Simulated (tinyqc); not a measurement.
A log to judge: single-domain magnet: Stoner-Wohlfarth switching, Neel-Arrhenius retention, LLG dynamics and spin torque. Computed by tinyqc. Command: `OMP_NUM_THREADS=1 python tinyqc.py 3020419 3020420 out.jsonl macro walk`. One thread of a shared host (Intel(R) Xeon(R) Processor @ 2.30GHz), about 0.05 s of CPU time with the checks.

The moment is uniform, with unit vector m; z is the easy axis. mu_0 = 1.25663706212e-6 T m/A, gamma = 1.76085963023e11 rad/(s T).

Inputs (values chosen for the exercise, for a model magnet):
```
quantity                        value    unit
saturation magnetisation M_s      839    kA/m
diameter d                         38      nm
thickness t                       1.7      nm
interface anisotropy K_i        0.915  mJ/m^2
bulk anisotropy K_u                98  kJ/m^3
exchange stiffness A               28    pJ/m
temperature T                     300       K
attempt frequency f0                2     GHz
waiting time t_w                  100       s
damping alpha                   0.017       -
spin-torque efficiency eta       0.62       -
drive I/I_c0                      4.6       -
time step times gamma mu_0 H_K    0.6       -
```

Shape: thin disc, easy axis normal to it.

Constants: k_B = 1.380649e-23 J/K; e = 1.602176634e-19 C; hbar = 1.054571817e-34 J s.

Method:
- The disc is treated as an oblate spheroid with p = t/d: N_z = [1 - p arccos(p)/sqrt(1 - p^2)]/(1 - p^2); V = pi d^2 t/4; K_eff = K_u + K_i/t + K_shape, K_shape = -(mu_0 M_s^2/4)(3 N_z - 1); mu_0 H_K = 2 K_eff/M_s.
- Delta = K_eff V/(k_B T); tau = exp(Delta)/f0; probability of a flip within t_w: P = 1 - exp(-t_w/tau). Wall width parameter sqrt(A/K_eff); a two-domain state costs 4 sqrt(A K_eff) times the cross-section that the wall cuts (d t).
- For axial symmetry and a polariser along z: I_c0 = (4 e alpha/(hbar eta)) K_eff V; relaxation time tau_D = (1 + alpha^2)/(alpha gamma mu_0 H_K); thermal start angle theta_0 = 1/sqrt(2 Delta); switching time about tau_D ln(pi/(2 theta_0))/(I/I_c0 - 1); precession frequency gamma mu_0 H_K/(2 pi (1 + alpha^2)).
- The polar equation dm_z/dt = -(1 - m_z^2)(i - m_z)/tau_D, i = I/I_c0, integrates to t = tau_D [F(cos theta_0) - F(0)], F(z) = -ln(1 - z)/(2 (i - 1)) + ln(1 + z)/(2 (i + 1)) + ln(i - z)/(i^2 - 1), theta_0 = 1/sqrt(2 Delta).
- In the time s = gamma mu_0 H_K t: (1 + alpha^2) dm/ds = -m x b - alpha m x (m x b) + a [m x (m x z) - alpha m x z], b = m_z z, a = alpha I/I_c0; Heun steps (Euler predictor, mean of the two slopes) without renormalising; start m = (sin theta_0, 0, cos theta_0), theta_0 = 1/sqrt(2 Delta).
- Run until m_z <= 0 (time by linear interpolation), |m|^2 leaves 1 by more than 1, or three exact times have passed; the run counts as sound if the time is within 3 % of the exact one.

Every few steps:
```
step    t (ns)       m_x        m_y        m_z      |m|
0     0.000000   0.06712   0.000000   0.997745  1.00000
8     0.048038   0.03103  -0.101533   0.995254  1.00090
16    0.096076  -0.14079  -0.090546   0.989039  1.00310
24    0.144114  -0.18651   0.183806   0.973700  1.00830
32    0.192152   0.25526   0.310708   0.936786  1.01944
40    0.240190   0.36782  -0.465134   0.852891  1.03878
48    0.288228  -0.79651   0.153231   0.682614  1.06012
56    0.336266   0.79623  -0.596635   0.393385  1.06991
64    0.384304   1.01049   0.355898  -0.003438  1.07134
```

Can the last value be used, and what does the course show?

No. The time is 0.73 of the exact one and |m| drifts by 0.071: Heun steps inflate the precession cone by about dt^4/8 a step, a false growth rate of dt^3/8 = 0.027 beside the true alpha (I/I_c0 - 1) = 0.061. Reruns converge with time step times gamma mu_0 H_K = 0.04. Reruns still fail with time step times gamma mu_0 H_K = 0.4.
